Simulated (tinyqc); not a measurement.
Configuration-coordinate model of a defect: Huang-Rhys factor and luminescence line shape: one step, computed by the program tinyqc. Command: `OMP_NUM_THREADS=1 python tinyqc.py 3029680 3029681 out.jsonl ccline walk`. One thread of a shared host (Intel(R) Xeon(R) Processor @ 2.30GHz), about 0.02 s of CPU time with the checks.

Ground state E_g(Q) = (1/2) omega_g^2 Q^2; excited state E_e(Q) = E_0 + (1/2) omega_e^2 (Q - dQ)^2 with omega_e = omega_g and E_0 = E_ZPL. Q is mass-weighted; the dipole does not depend on Q (Condon approximation).

Task: Crossing, radiative lifetime and thermal quenching. The curves cross at the root Q_c nearest dQ; the barrier is (1/2) omega_e^2 (Q_c - dQ)^2, with (1/2) omega^2 = (hbar omega)^2/(2 hbar^2/u). k_r = n_r omega^3 mu^2/(3 pi eps_0 hbar c^3) at the vertical emission energy, without local-field correction; k_nr = nu_0 exp(-barrier/k_B T) (Mott-Seitz); yield = k_r/(k_r + k_nr); T_1/2 = barrier/(k_B ln(nu_0/k_r)).

Inputs (values chosen for the exercise, for a model defect in a wide-gap host): zero-phonon energy E_ZPL = 2 eV; displacement dQ = 0.565 u^(1/2) angstrom; ground-state phonon hbar omega_g = 60.7 meV; temperature T = 77 K; refractive index n_r = 2.52; transition dipole mu = 0.94 e angstrom; quenching prefactor nu_0 = 1e+12 1/s.

Modes: equal frequencies in both states.

vertical emission energy = 1.859314 eV

Constants: hbar^2/u = 4.18015928e-03 eV angstrom^2; hbar = 6.582119569e-16 eV s; e = 1.602176634e-19 C; eps_0 = 8.8541878128e-12 F/m; hbar = 1.054571817e-34 J s; c = 299792458 m/s; k_B = 8.617333262e-05 eV/K.

Give: Q_c; classical barrier; radiative lifetime; luminescence yield; quenching temperature T_1/2.

Result:

Q_c = 4.299 u^(1/2) angstrom

classical barrier = 6.143 eV

radiative lifetime = 18.40 ns

luminescence yield = 1

quenching temperature T_1/2 = 7259 K

The barrier is so high that this route does not halve the yield below 1000 K. Caution: the curves cross far outside the range of the harmonic model, so the barrier and T_1/2 have no quantitative meaning.
